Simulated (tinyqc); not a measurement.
Raman shift of the zone-centre optical phonon of a diamond-structure crystal under stress: one step, computed by the program tinyqc.

Axes x, y, z are the cube axes. Strain shifts the threefold optical mode and can split it; p, q and r are the phonon deformation potentials.

Task: Compliances. S11 = (C11 + C12)/D, S12 = -C12/D, D = (C11 - C12)(C11 + 2 C12), S44 = 1/C44.

Inputs (values chosen for the exercise, modelled on silicon): C11 = 168.2 GPa; C12 = 64.63 GPa; C44 = 79.68 GPa.

Stress state: biaxial. Axis: [001].

Give: S11; S12; S44.

Result:

S11 = 7.5575 1/TPa

S12 = -2.0978 1/TPa

S44 = 12.550 1/TPa
